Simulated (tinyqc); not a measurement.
Inside a calculation: shallow donor in an anisotropic valley (effective-mass theory). Values are carried at full precision from step to step, so a last printed digit may differ when a step is redone from the rounded ones.

Constants: Ry = 13.60569312 eV; a0 (Bohr radius) = 0.5291772105 angstrom; hbar^2/2m0 = 3.80998211 eV angstrom^2; e^2/(4 pi eps0) = 14.39964547 eV angstrom.

Inputs chosen for the exercise (near those of 3C SiC; not measured data):

| symbol | value | unit | meaning |
|---|---|---|---|
| ml | 0.696 | m0 | longitudinal mass |
| mt | 0.26 | m0 | transverse mass |
| eps | 9.6 |  | dielectric constant |
| a | 18.9 | angstrom | trial radius across the axis |
| b | 10.8 | angstrom | trial radius along the axis |

## Hydrogen-like estimates

Ry* = Ry m/eps^2 and a* = a0 eps/m for four choices of one mass: mt, the conductivity mass 3/(1/ml + 2/mt), the density-of-states mass (ml mt^2)^(1/3), and ml.

Estimates:

| mass | m (m0) | Ry* (meV) | a* (angstrom) |
|---|---|---|---|
| mt | 0.2600 | 38.38 | 19.54 |
| conductivity | 0.3286 | 48.51 | 15.46 |
| density of states | 0.3610 | 53.30 | 14.07 |
| ml | 0.6960 | 102.75 | 7.30 |

## Energy of one trial function

One valley: H = -c [(d2/dx2 + d2/dy2)/mt + (d2/dz2)/ml] - q/(eps r), c = hbar^2/2m0, q = e^2/(4 pi eps0). Trial function exp(-sqrt((x^2 + y^2)/a^2 + z^2/b^2)) with a > b: T = (c/3)(2/(mt a^2) + 1/(ml b^2)), V = -(q/eps) atan(u/b)/u, u = sqrt(a^2 - b^2). The central cell of the impurity is left out.

Evaluate T, V and E. Scaling both radii by f changes T to T/f^2 and V to V/f, so the best factor is f = -2T/V, with energy -V^2/(4T).

T = 42.992 meV
V = -93.086 meV
E = -50.093 meV
best scale factor = 0.9237
energy after scaling = -50.387 meV

The virial ratio -V/T is 2.165; it is 2 at the best scale. Scaling gains 0.293 meV.

## Scan over the shape

For each ratio b/a = 0.2, 0.3, ..., 0.9 the best scale follows from a = -2 T1/V1, with T1 and V1 taken at a = 1 angstrom.

Scan:

| b/a | a (angstrom) | b (angstrom) | E (meV) |
|---|---|---|---|
| 0.2 | 52.84 | 10.57 | -19.838 |
| 0.3 | 30.18 | 9.05 | -32.980 |
| 0.4 | 22.32 | 8.93 | -42.501 |
| 0.5 | 18.82 | 9.41 | -48.185 |
| 0.6 | 17.07 | 10.24 | -50.932 |
| 0.7 | 16.15 | 11.31 | -51.712 |
| 0.8 | 15.69 | 12.55 | -51.266 |
| 0.9 | 15.49 | 13.94 | -50.093 |

The best listed ratio is 0.7; (mt/ml)^(1/2) = 0.61 and (mt/ml)^(1/3) = 0.72 are common guesses.

## The minimum

Minimise over a and b. The Mott estimate n_c = (0.25/a_m)^3 uses a_m = (a^2 b)^(1/3); 1/angstrom^3 = 1e24/cm^3.

a = 16.12 angstrom
b = 11.37 angstrom
E = -51.714 meV
a_m = 14.35 angstrom
n_c = 5.29 x 1e18/cm^3

b/a = 0.706. The binding energy is 1.347 times Ry*(mt). The central cell of a real donor shrinks the orbit and raises n_c.

## Checks

- Energy from 21 anisotropic Gaussians against the two-parameter function, meV: -51.73 against -51.71.

(tinyqc, `OMP_NUM_THREADS=1 python tinyqc.py 1281148 1281149 out.jsonl`, Intel(R) Xeon(R) Processor @ 2.30GHz, 1 thread, shared host, about 0.01 s.)
